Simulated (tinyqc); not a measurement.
Worked calculation: CIS and TDHF on RHF in the sto-3g basis, for H2, spin multiplicity 1. One step of it, computed by the program tinyqc.

Question. CIS matrix, singlets. A(ia,jb) = (e_a - e_i) d_ij d_ab + 2 (ia|jb) - (ij|ab).

orbital energies (hartree): MO1 -0.469897, MO2 0.427795

Two-electron integrals over orbitals (pq|rs), unique and non-zero (hartree):
```
(11|11) 0.618174   (21|21) 0.199791   (22|11) 0.614827   (22|22) 0.645642
```

Give: CIS matrix A, singlet.

Answer.

CIS matrix A, singlet (hartree), order 1>2:
$$\begin{pmatrix}
0.6824
\end{pmatrix}$$
